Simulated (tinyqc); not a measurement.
Slater-Koster d bands of an fcc metal, step by step. Values are carried at full precision from step to step, so a last printed digit may differ when a step is redone from the rounded ones.

Slater-Koster d bands. For a bond with direction cosines (l, m, n) the 5 x 5 block is dds Ps + ddp Pp + ddd (1 - Ps - Pp), the projectors on sigma, pi and delta states about the bond; for instance <xy|xy> = 3 l^2 m^2 dds + (l^2 + m^2 - 4 l^2 m^2) ddp + (n^2 + l^2 m^2) ddd, <xy|yz> = 3 l m^2 n dds + l n (1 - 4 m^2) ddp + l n (m^2 - 1) ddd and <3z2-r2|3z2-r2> = (n^2 - (l^2 + m^2)/2)^2 dds + 3 n^2 (l^2 + m^2) ddp + (3/4)(l^2 + m^2)^2 ddd. H(k) sums the blocks times cos(k.R) over the neighbours; the d level is the zero of energy; k in 2 pi/a.

Parameters, chosen for this exercise (of the size met in Ru; the results hold for these values, not for the real material):
```
symbol  value          unit    meaning
dds     -0.908         eV      dd sigma
ddp     0.599          eV      dd pi
ddd     -0.036         eV      dd delta
k       (0.4, 0.3, 0)  2 pi/a  wave vector
Nd      7                      d electrons per atom
```

## The block of one bond

Direction (1,1,0)/sqrt2; its eigenvalues must be dds once, ddp twice and ddd twice.

block (eV):
```
             xy      yz      zx   x2-y2   3z2-r2
xy      -0.6900       0       0       0   0.3776
yz            0  0.2815  0.3175       0        0
zx            0  0.3175  0.2815       0        0
x2-y2         0       0       0  0.5990        0
3z2-r2   0.3776       0       0       0  -0.2540
```

## Levels at Gamma

Neighbours: twelve at (a/2)(1,1,0) and equivalents.

Summing the blocks at k = 0 gives E(t2g) = 3 dds + 4 ddp + 5 ddd, E(eg) = 1.5 dds + 6 ddp + 4.5 ddd.

levels (eV): t2g (threefold) -0.5080, eg (twofold) 2.0700

The t2g level lies lower, by 2.5780 eV.

## The Hamiltonian at one k

Sum over the neighbours.

H(k) (eV):
```
             xy       yz       zx   x2-y2   3z2-r2
xy       0.5085        0        0       0  -1.1621
yz            0  -1.0698  -0.9772       0        0
zx            0  -0.9772   0.0135       0        0
x2-y2         0        0        0  0.2890   0.4119
3z2-r2  -1.1621        0        0  0.4119   1.1992
```

## Levels and character

Diagonalise H; t2g is xy, yz, zx and eg the other two.

levels (eV): -1.6454  -0.4461  0.3166  0.5891  2.1263

weights:
```
     band 1  band 2  band 3  band 4  band 5
t2g   1.000   0.530   0.141   1.000   0.329
eg    0.000   0.470   0.859   0.000   0.671
```

## Levels at points of symmetry

Coordinates: G (0, 0, 0), X (1, 0, 0), W (1, 0.5, 0), L (0.5, 0.5, 0.5), K (0.75, 0.75, 0); the others lie half way.

Levels (eV):
```
k        band 1  band 2  band 3  band 4  band 5
G        -0.508  -0.508  -0.508   2.070   2.070
G-X 0.5  -2.760  -1.016   1.126   1.126   2.396
X        -5.012  -4.102   2.722   2.760   2.760
W        -2.396  -1.126  -1.126   1.016   2.760
L        -2.540  -1.321  -1.321   2.591   2.591
L-G 0.5  -1.524  -0.273  -0.273   1.689   1.689
K        -3.600  -2.063   1.083   1.429   2.353
```

On these points the bands run from -5.012 (X) to 2.760 eV (X and W).

## Second moment and the rectangular band

mu2 = z (dds^2 + 2 ddp^2 + 2 ddd^2)/5 per orbital, with z = 12. A rectangular band with the same mu2 has width W = sqrt(12 mu2), Fermi level W (Nd/10 - 1/2) and bond energy -W Nd (10 - Nd)/20 (Friedel).

mu2 = 3.7072 eV^2
W = 6.6698 eV
Fermi level = 1.3340 eV
bond energy per atom = -7.0033 eV

The bond energy is the attractive part alone; the repulsion between atoms, left out, cancels a large share of it in the cohesive energy.

## Checks

- Levels at Gamma from the formulas against H(0): they agree to 1e-10 or better.
- Second moment from the formula against the mean square level on the mesh: both 3.70718.

Computed by tinyqc, a small Python program: `OMP_NUM_THREADS=1 python tinyqc.py 1451509 1451510 out.jsonl` (the numbers bound the seed that draws the inputs); one thread of a shared host (Intel(R) Xeon(R) Processor @ 2.30GHz), about 0.08 s for the whole set of steps.
